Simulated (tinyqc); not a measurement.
Deformation potentials from a strained empirical pseudopotential: sweeps and comparisons. A value that a table varies takes the place of the one given here.

Diamond lattice, no spin-orbit coupling. Atomic form factor V(q) = a1 (q^2 - a2)/(a3 exp(a4 q^2) - 1) in rydberg with q in 1/bohr, for the unstrained cell. Under a strain e the reciprocal vectors and k go over into (1 + e)^(-1) G, the atoms sit at +/- tau with tau = (1 + e) a (1,1,1)/8 - zeta a (eyz, ezx, exy)/4, and H(G,G') = c |k + G|^2 delta + (V(q)/det(1 + e)) cos(q.tau), q = G - G', with the term q = 0 left out; c = hbar^2/2m0. The basis is fixed before straining: all G with |k + G|^2 up to 16 (2 pi/a)^2. k is given in units of 2 pi/a of the unstrained cell.

Constants: hbar^2/2m0 = 3.80998211 eV angstrom^2; Ry = 13.60569312 eV; a0 (Bohr radius) = 0.5291772105 angstrom.

Values chosen for the exercise (near those of Si; the results hold for these values, not for the real material):
- a = 5.426 angstrom (lattice constant)
- A = (0.542, 2.203, 2.044, 0.489) (a1 (Ry bohr^2), a2 (1/bohr^2), a3, a4 (bohr^2))
- h = 0.002 (size of the test strain)
- kD = 0.82 2 pi/a (position of the Delta minimum)
- a1 = 0.542
- a2 = 2.203
- a3 = 2.044
- a4 = 0.489

## The internal displacement

Xu of L (level 5, the lowest empty one) and d from exy = eyz = ezx = h for several zeta: Xu = [E(L [111]) - E(L [1-1-1])]/((8/3) h), d = (single valence level - pair)/(3 sqrt(3) h). zeta = 0 strains the bonds with the lattice; zeta = 1 keeps all four bond lengths equal to first order.

Results:
```
zeta  Xu (L) (eV)  d (eV)
0.00        10.79    0.94
0.25        11.24   -1.41
0.50        11.70   -3.76
0.60        11.89   -4.70
0.75        12.17   -6.10
1.00        12.64   -8.45
```

How do the results move?

From zeta = 0 to 1, d goes from 0.94 to -8.45 eV and Xu (L) from 10.79 to 12.64 eV, both nearly linearly: the displacement is an optical-phonon mode, and d = d(0) - zeta d0/4 gives its deformation potential d0 = 38 eV. Leaving the relaxation out (zeta = 0 for 0.5) moves d by +4.70 eV, which reverses its sign, and Xu (L) by -0.91 eV. Tetragonal strain has no such freedom.

## Size of the test strain

e = diag(-h/2, -h/2, h). Xu = [E(Delta z) - E(Delta x)]/(1.5 h) at fixed kD, b = [E(Z) - E(X, Y)]/(4.5 h); one-sided from +h alone, central from +h and -h.

Results (eV):
```
h       Xu one-sided  Xu central  b one-sided  b central
0.0010         7.954       7.958       -3.333     -3.329
0.0025         7.946       7.959       -3.339     -3.329
0.0050         7.934       7.959       -3.349     -3.329
0.0100         7.910       7.960       -3.369     -3.329
0.0200         7.864       7.964       -3.410     -3.330
0.0300         7.821       7.971       -3.451     -3.331
```

How do the results move?

From h = 0.001 to 0.03 the one-sided Xu drifts by -0.132 eV and the central one by +0.012 eV; for b the drifts are -0.118 and -0.002 eV. The central difference cancels the term of second order in the strain, so its error goes as h^2. At h = 0.02 the linear law errs by 1.2 % for the valley splitting and 2.4 % for the valence splitting.

## What each parameter of the potential does

Gaps from the valence top to level 8 at Gamma and level 5 at (kD,0,0) and L, and their deformation potentials [E(+h) - E(-h)]/(3 ln((1 + h)/(1 - h))) for e = +/- h 1, h = 0.002. The row for the lattice constant keeps V(q) without the volume factor, so it is not a strain. Each row changes one parameter from the base and keeps the others.

Results:
```
case               Gamma (eV)  Delta (eV)  L (eV)  potential Gamma (eV)  potential Delta (eV)  potential L (eV)
base                    4.099       1.245   2.074                 -8.92                  2.66             -1.92
a = 5.48 angstrom       3.963       1.539   2.176                 -9.21                  2.34             -2.12
a1 = 0.547              4.141       1.312   2.124                 -8.99                  2.65             -1.94
a2 = 2.225              3.980       1.321   2.070                 -8.99                  2.60             -1.96
a3 = 2.024              4.146       1.339   2.139                 -9.01                  2.66             -1.93
a4 = 0.484              4.195       1.333   2.152                 -9.09                  2.58             -2.00
```

How do the results move?

The largest shifts from the base row, up to three for each result and ties (the steps differ in size, so this ranks the rows, not the parameters). Gamma (eV): a -0.136, a2 -0.119, a4 +0.096. Delta (eV): a +0.294, a3 +0.094, a4 +0.089. L (eV): a +0.102, a4 +0.078, a3 +0.065. potential Gamma (eV): a -0.29, a4 -0.17, a3 -0.09. potential Delta (eV): a -0.32, a4 -0.08, a2 -0.06; unchanged at the printed digits by a3. potential L (eV): a -0.20, a4 -0.08, a2 -0.04.

Program tinyqc; command `OMP_NUM_THREADS=1 python tinyqc.py 1851093 1851094 out.jsonl`; about 0.2 s on one thread of a shared Intel(R) Xeon(R) Processor @ 2.30GHz.
